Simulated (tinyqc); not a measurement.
# Frequency dispersion of an accumulation capacitance by border traps, distributed model, step by step

Computed by the program tinyqc: `OMP_NUM_THREADS=1 python tinyqc.py 2202215 2202216 out.jsonl`, one thread of a shared Intel Xeon 2.30GHz, about 0.5 s for the whole run. Printed values are rounded.

Traps spread evenly through the insulator exchange electrons with the semiconductor by tunnelling, with tau(x) = t0 exp(2 ka x) at depth x from the interface. The admittance per area Y seen at depth x obeys dY/dx = -Y^2/(i w eps0 eox) + q Nb ln(1 + i w tau)/tau, with Y(0) = i w Cs and w = 2 pi f; the gate sees Y(tox) = G + i w C. Working variable y = Y/(i w), in uF/cm^2. Cox = eps0 eox/tox.

Values chosen for this exercise; permittivity close to that of aluminium oxide:
- eox = 8.51 (relative permittivity of the insulator)
- tox = 7.3 nm (insulator thickness)
- Cs = 3.9 uF/cm^2 (semiconductor capacitance in accumulation)
- Nb = 6.8e19 cm^-3 eV^-1 (density of border traps)
- ka = 5.4 1/nm (decay constant of the wave function in the insulator)
- t0 = 1e-9 s (time constant of a trap at the interface)
- f = 1000 Hz (frequency)
- xe = 1.6 nm (depth down to which the steps are taken)

Constants: q = 1.602176634e-19 C, eps0 = 8.8541878128e-14 F/cm where lengths are in cm. Results are converted to the units shown.

## Scales and lumped estimate

Cox; trap-free value 1/(1/Cox + 1/Cs); response depth d = ln(1/(w t0))/(2 ka), where w tau = 1; lumped estimate: all traps within d act as C_bt = q Nb d placed at d/2, so C = 1/{1/[1/(1/Cs + d/(2 eps0 eox)) + C_bt] + (tox - d/2)/(eps0 eox)}.

Cox = 1.032180 uF/cm^2
trap-free C = 0.8161709 uF/cm^2
d = 1.109040 nm
C_bt = 1.208277 uF/cm^2
lumped C = 0.8840484 uF/cm^2

The traps within reach amount to 0.310 Cs and lie in the first 15.2 % of the insulator.

## Midpoint steps through the active depth

In terms of y: dy/dx = -y^2/(eps0 eox) + s(x), s = q Nb ln(1 + z)/z, z = i w tau. 10 midpoint steps of h = xe/10: y_half = y + (h/2) y'(x, y), y(new) = y + h y'(x + h/2, y_half).

```
point  x (nm)    s (uF/(cm^2 nm))         y (uF/cm^2)
0           0  1.089480-0.000003i  3.900000+0.000000i
1        0.16  1.089480-0.000019i  3.763534-0.000001i
2        0.32  1.089480-0.000108i  3.647103-0.000008i
3        0.48  1.089480-0.000611i  3.547284-0.000047i
4        0.64  1.089466-0.003437i  3.461353-0.000265i
5         0.8  1.089022-0.019337i  3.387100-0.001494i
6        0.96  1.075298-0.106805i  3.322358-0.008396i
7        1.12  0.817305-0.396099i  3.255116-0.043406i
8        1.28  0.243157-0.319561i  3.115833-0.101983i
9        1.44  0.047119-0.109179i  2.938335-0.117877i
10        1.6  0.008495-0.028767i  2.769300-0.112581i
```

## Capacitance and conductance at the gate

y at xe = 2.769300-0.112581i uF/cm^2

Beyond xe the traps are ignored, so 1/y(tox) = 1/y(xe) + (tox - xe)/(eps0 eox); C = Re y, G/w = -Im y, loss tangent G/(w C).

y at the gate = 0.8951133-0.0117446i uF/cm^2
C = 0.8951133 uF/cm^2
G/w = 0.01174459 uF/cm^2
loss tangent = 0.01312079

A fine integration over the whole insulator gives C = 0.89540 and G/w = 0.01213 uF/cm^2; the coarse G/w is 3.2 % below that. The fine C is 9.7 % above the trap-free value, and the lumped estimate is 1.3 % below the fine result.
